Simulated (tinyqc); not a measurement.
Worked calculation: quasiparticle equation with a plasmon-pole self-energy for two band edges. Values are carried at full precision from step to step, so a last printed digit may differ when a step is redone from the rounded ones.

For each edge E = e + X + Sc(E), with the correlation part Sc(E) = A[0]/(E - a + w) + A[1]/(E - b - w); a and b are the valence and conduction energies that enter the Green function (a = ev, b = ec in the one-shot scheme). Z = 1/(1 - dSc/dE), dSc/dE = -A[0]/(E - a + w)^2 - A[1]/(E - b - w)^2.

Inputs chosen for the exercise (scales of the order of those of HfO2; the results hold for these values, not for the real material):
```
symbol  value         unit  meaning
ev      0             eV    mean-field valence top
ec      4.2           eV    mean-field conduction edge
w       14.9          eV    pole energy
Av      (45.9, 22.2)  eV^2  weights of the valence state on the hole and electron poles
Ac      (26.6, 50.3)  eV^2  the same for the conduction state
Xv      -2.7          eV    exchange minus the mean-field potential, valence
Xc      3.25          eV    the same, conduction
```

## Linearised one-shot correction

Evaluate Sc and its slope at the mean-field energy; E = e + Z (X + Sc).

Terms:
```
edge        Sc (eV)   dSc/dE       Z  X + Sc (eV)   E (eV)
valence      1.9182  -0.2676  0.7889      -0.7818  -0.6167
conduction  -1.9832  -0.2995  0.7695       1.2668   5.1749
```

gap = 5.7916 eV
gap with Z = 1 = 6.2486 eV

The gap opens by 1.592 eV, 39 % of it by lowering the valence top. Setting Z = 1 would overshoot by 0.457 eV. X and Sc have opposite signs and are each larger than the sum they leave, so both must be converged well.

## Solving the equation for the conduction edge

Newton steps on f(E) = E - ec - Xc - Sc(E) from E = ec; the first step is the linearised result.

Iterates:
```
step   E (eV)   Sc (eV)     f (eV)
0     4.20000  -1.98317  -1.266831
1     5.17487  -2.28714   0.012011
2     5.16581  -2.28419   0.000001
3     5.16581  -2.28419   0.000000
```

The linearisation errs by +9.1 meV, as the shift is only 0.065 of the pole energy.

## All solutions for the valence state

Multiplying out gives a cubic; give its three roots and their weights Z.

roots (eV): [-18.018, -0.613, 20.132]

weights: [0.1743, 0.7800, 0.0457]

The weights add up to 1. The satellite below lies 17.40 eV from the main peak, 17 % more than w: this scheme places plasmon satellites too far out, and gives one where a cumulant form gives a series.

## Updating the energies in the Green function

Solve both equations exactly, put the results in place of a and b, and repeat five times; w is kept.

Cycles (eV):
```
cycle       Ev      Ec     gap
1      -0.6134  5.1658  5.7792
2      -0.6766  5.3166  5.9932
3      -0.6809  5.3404  6.0213
4      -0.6806  5.3444  6.0251
5      -0.6804  5.3452  6.0256
```

The update moves the gap by +246 meV from the one-shot value; each cycle shrinks the change to about 0.13 of the one before.

## Checks

- Sum of the weights of the three roots: both 1.000000.
- Newton result against the root by bisection (eV): both 5.16581.

Program tinyqc; command `OMP_NUM_THREADS=1 python tinyqc.py 1851201 1851202 out.jsonl`; about 0.03 s on one thread of a shared Intel(R) Xeon(R) Processor @ 2.30GHz.
